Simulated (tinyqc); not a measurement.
Lattice vibrations of a chain, step by step. Computed by tinyqc, a small Python program that keeps every step. Command: `OMP_NUM_THREADS=1 python tinyqc.py 20826 20827 out.jsonl` (the two numbers bound the seeds that draw the settings). One thread of a shared host (Intel(R) Xeon(R) Processor @ 2.60GHz), about 0.01 s of CPU time with the checks.

## Dynamical matrix at q = 0.08

A chain moving along its axis:
```
atom,mass (u),spring to the next atom (eV/angstrom^2)
1,59.300000,18.200000
2,66.900000,21.300000
3,117.100000,4.900000
```

q is in units of 2 pi/a. A spring k from atom i to atom j, n cells on, adds k to Phi_ii and Phi_jj, -k exp(2 pi i q n) to Phi_ij and the conjugate to Phi_ji (for one atom a cell: 2k (1 - cos 2 pi q n)); D_ij = Phi_ij / sqrt(m_i m_j).

D(q) (eV/(angstrom^2 u)), lower triangle (Hermitian):
```
,1,2,3
1,0.389545
2,-0.288956,0.590433
3,-0.051528-0.028328i,-0.240651,0.223740
```

## Frequencies

omega^2 are the eigenvalues; wavenumber = 521.4708 sqrt(eigenvalue) 1/cm.

eigenvalues: 0.003368  0.355516  0.844834

wavenumbers (1/cm): 30.3  310.9  479.3

weights |e|^2 of the mass-weighted modes:
```
,mode 1,mode 2,mode 3
atom 1,0.241158,0.515745,0.243097
atom 2,0.275529,0.046089,0.678381
atom 3,0.483313,0.438165,0.078522
```

## Dispersion and heat capacity

C/k_B per atom = mean over q = (j + 1/2)/80, j = 0..39 and all branches of y^2 e^y/(e^y - 1)^2, y = hc wavenumber / k_B T.

Wavenumbers (1/cm):
```
q,branch 1,branch 2,branch 3
0.000000,0.000000,313.473200,478.606250
0.062500,23.678619,311.911934,479.040351
0.125000,47.014454,307.371993,480.251484
0.187500,69.616362,300.265843,481.999352
0.250000,90.976382,291.247353,483.970729
0.312500,110.353191,281.241909,485.854454
0.375000,126.577446,271.586141,487.389482
0.437500,137.842462,264.211942,488.386010
0.500000,141.968440,261.374562,488.730692
```

Heat capacity:
```
T (K),C/k_B per atom
20,0.082341
50,0.210574
100,0.396480
200,0.688098
300,0.828894
600,0.950434
1200,0.987105
```

zero-point energy per atom = 17.732020 meV
